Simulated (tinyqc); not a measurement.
Wafer bonding and layer transfer: bond energy, gap closing, particles, bonding of dissimilar wafers and hydrogen blisters: one step, computed by the program tinyqc. Command: `OMP_NUM_THREADS=1 python tinyqc.py 3012947 3012948 out.jsonl bond walk`. One thread of a shared host (Intel(R) Xeon(R) Processor @ 2.30GHz), about 0.01 s of CPU time with the checks.

gamma is the energy per area of each of the two surfaces; plates are isotropic.

Problem. Blistering after hydrogen implantation. A flat crack of radius r under a layer of thickness d, as a clamped plate: centre height w = 3 p r^4/(16 E' d^3), volume pi r^2 w/3, energy release G = 3 p^2 r^4/(32 E' d^3), E' = E1/(1 - nu^2). It grows when G = 2 gamma_s. The gas comes from the area pi r^2: p V = (dose x share/2) pi r^2 k_B T, and G = p w/2 = (3/2) N k_B T with N the H2 molecules per area. Share needed: G = 2 gamma_s. The pressure and height at growth are given for r = 10 d.

Inputs (values chosen for the exercise, with wafer 1 close to silicon):
```
quantity                                      value        unit
Young's modulus E1                              139         GPa
Poisson ratio nu                               0.17           -
implant depth d                                0.21  micrometre
hydrogen dose                                     8   1e16/cm^2
share of the dose released as H2               0.18           -
surface energy of the weakened plane gamma_s   0.85       J/m^2
anneal temperature T                            875           K
```

Constants: k_B = 1.380649e-23 J/K.

Give: energy release G; share of the dose needed; pressure at growth; height at growth.

Solution.

energy release G = 1.305 J/m^2

share of the dose needed = 0.2345

pressure at growth = 35.16 MPa

height at growth = 96.71 nm

The released gas does not suffice by this estimate. In this plate limit G depends on neither r nor d.
